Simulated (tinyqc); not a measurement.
Size of the test strain: deformation potentials from a strained empirical pseudopotential.

Diamond lattice, no spin-orbit coupling. Atomic form factor V(q) = a1 (q^2 - a2)/(a3 exp(a4 q^2) - 1) in rydberg with q in 1/bohr, for the unstrained cell. Under a strain e the reciprocal vectors and k go over into (1 + e)^(-1) G, the atoms sit at +/- tau with tau = (1 + e) a (1,1,1)/8 - zeta a (eyz, ezx, exy)/4, and H(G,G') = c |k + G|^2 delta + (V(q)/det(1 + e)) cos(q.tau), q = G - G', with the term q = 0 left out; c = hbar^2/2m0. The basis is fixed before straining: all G with |k + G|^2 up to 16 (2 pi/a)^2. k is given in units of 2 pi/a of the unstrained cell.

Constants: hbar^2/2m0 = 3.80998211 eV angstrom^2; Ry = 13.60569312 eV; a0 (Bohr radius) = 0.5291772105 angstrom.

Values chosen for the exercise (out of a larger set: a germanium-sized cell with gaps well above those of Ge; not measured data):

| symbol | value | unit | meaning |
|---|---|---|---|
| a | 5.668 | angstrom | lattice constant |
| A | (0.403, 2.424, 2.043, 0.454) |  | a1 (Ry bohr^2), a2 (1/bohr^2), a3, a4 (bohr^2) |
| kD | 0.81 | 2 pi/a | position of the Delta minimum |

e = diag(-h/2, -h/2, h). Xu = [E(Delta z) - E(Delta x)]/(1.5 h) at fixed kD, b = [E(Z) - E(X, Y)]/(4.5 h); one-sided from +h alone, central from +h and -h.

Results (eV):

| h | Xu one-sided | Xu central | b one-sided | b central |
|---|---|---|---|---|
| 0.0010 | 7.735 | 7.738 | -3.017 | -3.014 |
| 0.0025 | 7.730 | 7.738 | -3.022 | -3.014 |
| 0.0050 | 7.723 | 7.738 | -3.030 | -3.014 |
| 0.0100 | 7.709 | 7.739 | -3.046 | -3.014 |
| 0.0200 | 7.681 | 7.742 | -3.078 | -3.014 |
| 0.0300 | 7.656 | 7.747 | -3.110 | -3.014 |

What can be read from this table?

From h = 0.001 to 0.03 the one-sided Xu drifts by -0.078 eV and the central one by +0.009 eV; for b the drifts are -0.093 and -0.001 eV. The central difference cancels the term of second order in the strain, so its error goes as h^2. At h = 0.02 the linear law errs by 0.7 % for the valley splitting and 2.1 % for the valence splitting.

(tinyqc, `OMP_NUM_THREADS=1 python tinyqc.py 1880143 1880144 out.jsonl`, Intel(R) Xeon(R) Processor @ 2.30GHz, 1 thread, shared host, about 0.2 s.)
